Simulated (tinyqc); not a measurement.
Density of states of one tight-binding band on the triangular lattice: sweeps and comparisons. A value that a table varies takes the place of the one given here.

E(k) = -2 t (cos 2 pi k1 + cos 2 pi k2 + cos 2 pi (k1 + k2)); k in fractions of the reciprocal vectors, mesh k_i = j/N with j = 0 .. N-1. Densities are per cell and per spin, so the band holds one state.

Each cell of the mesh is cut along (i+1, j)-(i, j+1) into two triangles. For corner energies e1 <= e2 <= e3 and eij = ei - ej, the share of the triangle below E is n = (E - e1)^2/(e21 e31) for e1 < E < e2 and n = 1 - (e3 - E)^2/(e31 e32) for e2 < E < e3; its density of states is g = dn/dE.

Gaussian broadening: g(E) = mean over the mesh of exp(-(E - E_k)^2/(2 sigma^2))/(sigma sqrt(2 pi)), n(E) = mean of erfc((E_k - E)/(sigma sqrt 2))/2.

Values chosen for the exercise: t = 0.71 eV (nearest hopping); N2 = 24 (mesh points along each axis in this comparison); sigma = 0.071 eV (Gaussian width); E = 0.63 eV (energy at which the density is wanted).

## Three ways to the same curve

N = N2 here; the reference is the linear method with N = 240.

g(E) (1/eV):

| E (eV) | reference | linear triangles | Gaussian, sigma | Gaussian, sigma/4 | reference n(E) |
|---|---|---|---|---|---|
| -3.678 | 0.070 | 0.072 | 0.071 | 0.000 | 0.039 |
| -3.097 | 0.075 | 0.075 | 0.150 | 0.382 | 0.081 |
| -2.517 | 0.082 | 0.082 | 0.132 | 0.000 | 0.127 |
| -1.936 | 0.091 | 0.091 | 0.155 | 0.458 | 0.177 |
| -1.355 | 0.102 | 0.102 | 0.179 | 0.419 | 0.233 |
| -0.774 | 0.118 | 0.117 | 0.100 | 0.000 | 0.296 |
| -0.193 | 0.140 | 0.140 | 0.075 | 0.000 | 0.371 |
| 0.388 | 0.177 | 0.176 | 0.138 | 0.017 | 0.462 |
| 0.969 | 0.258 | 0.253 | 0.301 | 0.068 | 0.584 |
| 1.550 | 0.417 | 0.412 | 0.315 | 0.042 | 0.817 |

Root-mean-square errors against the reference: 0.0025 for linear triangles, 0.0603 for sigma and 0.2401 for sigma/4. The narrow Gaussian is worse than the wide one, because it resolves the separate mesh levels. The reference is highest at 1.550 eV of the energies listed, and half filling lies between 0.388 and 0.969 eV.

## Convergence with the mesh

At the energy E; the plain count is the share of mesh points below E; the reference is the linear method with N = 240.

Results:

| N | points | g linear | n linear | g Gaussian | n Gaussian | n plain count |
|---|---|---|---|---|---|---|
| 4 | 16 | 0.2274 | 0.5559 | 0.0000 | 0.4375 | 0.4375 |
| 6 | 36 | 0.2404 | 0.5314 | 0.0000 | 0.5278 | 0.5278 |
| 8 | 64 | 0.2320 | 0.5171 | 0.4429 | 0.5521 | 0.5781 |
| 12 | 144 | 0.2129 | 0.5085 | 0.3884 | 0.5128 | 0.5069 |
| 16 | 256 | 0.1995 | 0.5094 | 0.1521 | 0.4908 | 0.4961 |
| 24 | 576 | 0.2064 | 0.5080 | 0.2588 | 0.5145 | 0.5226 |
| 48 | 2304 | 0.2029 | 0.5077 | 0.1851 | 0.5084 | 0.5109 |

reference n and g: 0.5075  0.2019

The linear n(E) stays within 0.002 of the reference from N = 12 on. The Gaussian g still moves by more than 1 % between the last two meshes. At the last mesh it lies -0.017 1/eV from the reference g and the linear g +0.001. The plain count errs by +0.0034 at the last mesh.

## Critical points

The gradient vanishes at these points by symmetry; the signs of the eigenvalues of the second-derivative matrix give the type.

Critical points:

| point | k | E (eV) | positive | negative | type |
|---|---|---|---|---|---|
| Gamma | (0, 0) | -4.2600 | 2 | 0 | minimum |
| M | (0.5, 0) | 1.4200 | 1 | 1 | saddle |
| K | (0.3333, 0.3333) | 2.1300 | 0 | 2 | maximum |

Gamma is a minimum at -4.260 eV: g has a step there. M is a saddle at 1.420 eV: g diverges logarithmically there. K is a maximum at 2.130 eV: g has a step there.

## What moves the count of states

Linear method and Gaussian sum with N = 48. Each row changes one parameter from the base and keeps the others.

Results:

| case | n linear | g linear (1/eV) | n Gaussian | g Gaussian (1/eV) |
|---|---|---|---|---|
| base | 0.5077 | 0.2029 | 0.5084 | 0.1851 |
| t = 0.781 eV | 0.4962 | 0.1787 | 0.4974 | 0.1896 |
| E = 0.701 eV | 0.5223 | 0.2105 | 0.5217 | 0.1993 |
| sigma = 0.142 eV | 0.5077 | 0.2029 | 0.5087 | 0.2036 |

The largest shifts from the base row, up to three for each result and ties (the steps differ in size, so this ranks the rows, not the parameters). n linear: E +0.0147, t -0.0114; unchanged at the printed digits by sigma. g linear (1/eV): t -0.0242, E +0.0076; unchanged at the printed digits by sigma. n Gaussian: E +0.0133, t -0.0110, sigma +0.0003. g Gaussian (1/eV): sigma +0.0186, E +0.0143, t +0.0046.

(tinyqc, `OMP_NUM_THREADS=1 python tinyqc.py 1680353 1680354 out.jsonl`, Intel(R) Xeon(R) Processor @ 2.30GHz, 1 thread, shared host, about 0.09 s.)
